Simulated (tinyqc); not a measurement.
Where the wafer is too thin: surface photovoltage measurement of the minority-carrier diffusion length in a wafer. Computed by tinyqc, a small Python program. Command: `OMP_NUM_THREADS=1 python tinyqc.py 3130541 3130542 out.jsonl spv walk`. One thread of a shared host (Intel(R) Xeon(R) Processor @ 2.30GHz), about 0.01 s of CPU time with the checks.

Low injection, steady light, a depletion layer much thinner than 1/alpha and L. The excess density dn is taken at the front edge of the neutral region; light that reaches the back is lost.

Inputs (values chosen for the exercise, modelled on p-type silicon at room temperature):

| quantity | value | unit |
|---|---|---|
| wafer thickness W | 525 | micrometre |
| diffusivity D | 32.6 | cm^2/s |
| front recombination velocity S_f | 35000 | cm/s |
| back recombination velocity S_b | 200 | cm/s |
| photon flux entering | 5.5e+11 | 1/(cm^2 s) |

Method:
- alpha = (84.732/lambda - 76.417)^2 per cm with lambda in micrometre (an empirical fit for silicon between 0.7 and 1.05 micrometre).
- Thick wafer: dn = Phi L/((S_f + D/L)(L + 1/alpha)). Finite wafer, with s = S_b L/D, w = W/L, a = alpha L: dn = [Phi a/(a^2 - 1)] [a - B - exp(-alpha W)(a - s)/(cosh w + s sinh w)]/(S_f + B D/L), B = (sinh w + s cosh w)/(cosh w + s sinh w).
- Readings y = (Phi/dn) (1 + noise x g) at 780, 830, 880, 920, 950, 975 and 995 nm; a least-squares line y = c (1/alpha + L_app) gives L_app = intercept/slope.
- No noise; L is varied at fixed W, and the last two columns set S_b to 0 and to 1e7 cm/s.

Apparent length (micrometre):

| L | W/L | given S_b | S_b = 0 | S_b = 1e7 |
|---|---|---|---|---|
| 26.2 | 20.038 | 26.2 | 26.2 | 26.20 |
| 52.5 | 10.000 | 52.5 | 52.5 | 52.50 |
| 105.0 | 5.000 | 105.1 | 105.1 | 104.82 |
| 158.0 | 3.323 | 159.6 | 160.0 | 155.54 |
| 262.0 | 2.004 | 278.2 | 285.5 | 236.61 |
| 420.0 | 1.250 | 485.3 | 544.4 | 307.88 |
| 682.0 | 0.770 | 816.5 | 1138.2 | 355.30 |
| 1100.0 | 0.477 | 1172.1 | 2285.1 | 378.33 |
| 2100.0 | 0.250 | 1489.2 | 4582.0 | 390.03 |

With a fast back surface L_app levels off, at 390 micrometre in the last row; with a passive one it reaches up to 2.18 times L among these rows and is 4580 in the last. All three columns are within 5 % of L down to W/L = 3.3.

Extremes, crossings and ranges named in words are read from the listed rows.
